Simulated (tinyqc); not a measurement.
Thin-film transistor with exponential tail and deep states, accumulation layer: course of the iteration: surface potential by Newton steps.

An undoped film in accumulation, thicker than the space-charge layer. With band bending psi the Fermi level lies E0 - psi below the band edge. Free electrons n = n0 exp(psi/Vt) carry the current; electrons in two exponential distributions of traps, a = a0 exp(psi/Va) and d = d0 exp(psi/Vp), do not. Linear regime, ohmic contacts, traps in equilibrium.

Va = kB Tt/q, Vp = kB Td/q. G(psi) = sum over the three kinds of c0 [V (exp(psi/V) - 1) - psi], field F = sqrt(2 q G/(eps0 eps_r)); Vg = psi + eps0 eps_r F/Ci at the surface. f = psi + eps0 eps_r F/Ci - Vg, f' = 1 + q rho/(Ci F) with rho = sum c0 (exp(psi/V) - 1); psi(new) = psi - f/f'.

Stop when psi changes by less than 1e-10 V, or after 30 iterations. psi must stay between 0 and 5 V.

Parameters, values chosen for the exercise; values close to those of an organic semiconductor: temperature T = 290 K; relative permittivity of the semiconductor eps_r = 3.2; characteristic temperature of the tail Tt = 460 K; characteristic temperature of the deep states Td = 1150 K; gate capacitance Ci = 60 nF/cm^2; gate voltage above flat band Vg = 4.3 V.

Constants: q = 1.602176634e-19 C, kB = 1.380649e-23 J/K, Vt = kB T/q, eps0 = 8.8541878128e-14 F/cm where lengths are in cm. Results are converted to the units shown.

psi at the start = 0.1 V
n0 = 3.74001e9 cm^-3
a0 = 4.84146e13 cm^-3
d0 = 7.57474e14 cm^-3

Course of the iteration:

| iteration | psi (V) | \|change\| (V) |
|---|---|---|
| 1 | 2.77524 | 2.68 |
| 2 | 2.72526 | 0.0500 |
| 3 | 2.67528 | 0.0500 |
| 4 | 2.62530 | 0.0500 |
| 5 | 2.57532 | 0.0500 |
| 6 | 2.52533 | 0.0500 |
| 7 | 2.47535 | 0.0500 |
| 8 | 2.42537 | 0.0500 |
| 9 | 2.37539 | 0.0500 |
| ... | ... | ... |
| 22 | 1.72565 | 0.0500 |
| 23 | 1.67567 | 0.0500 |
| 24 | 1.62569 | 0.0500 |
| 25 | 1.57570 | 0.0500 |
| 26 | 1.52572 | 0.0500 |
| 27 | 1.47574 | 0.0500 |
| 28 | 1.42576 | 0.0500 |
| 29 | 1.37578 | 0.0500 |
| 30 | 1.32580 | 0.0500 |

Did this iteration meet its convergence test, and what does its course show?

No. Not converged within 30 iterations. The first step overshoots to 2.78 V, far above the root at 0.4962 V, and each later step comes down by only about 2 Vt on the exponential. A rerun with the start psi = 0.5 V converges in 4 iterations.

Range of the model: The th form assumes a Fermi level far below the band edge; at the surface it overcounts the filled tail by a factor of about 1.2.

tinyqc, about 0.02 s, one thread, Intel Xeon 2.30GHz (shared host): `OMP_NUM_THREADS=1 python tinyqc.py 2610044 2610045 out.jsonl`
